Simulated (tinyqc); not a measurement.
## In-plane mass from two subband densities

Inverse problem. At zero temperature each occupied subband holds N_k = D (EF - E_k), D = 2 md m0 q/(pi hbar^2) per eV (two valleys). Two subbands are occupied. Find md, EF - E1 and EF - E2.

Constants: q = 1.602176634e-19 C, hbar = 1.054571817e-34 J s, m0 = 9.1093837015e-31 kg. Results are converted to the units shown.

N1, N2 (cm^-2): 7.6392726e12  3.4e11
E2 - E1 = 53.6 meV

Solution. N1 - N2 = D (E2 - E1) gives D and so md; each N_k/D is a distance to EF.

md = 0.1630 m0
EF - E1 = 56.10 meV
EF - E2 = 2.497 meV

tinyqc, about 0.1 s, one thread, Intel Xeon 2.30GHz (shared host): `OMP_NUM_THREADS=1 python tinyqc.py 2140006 2140007 out.jsonl`
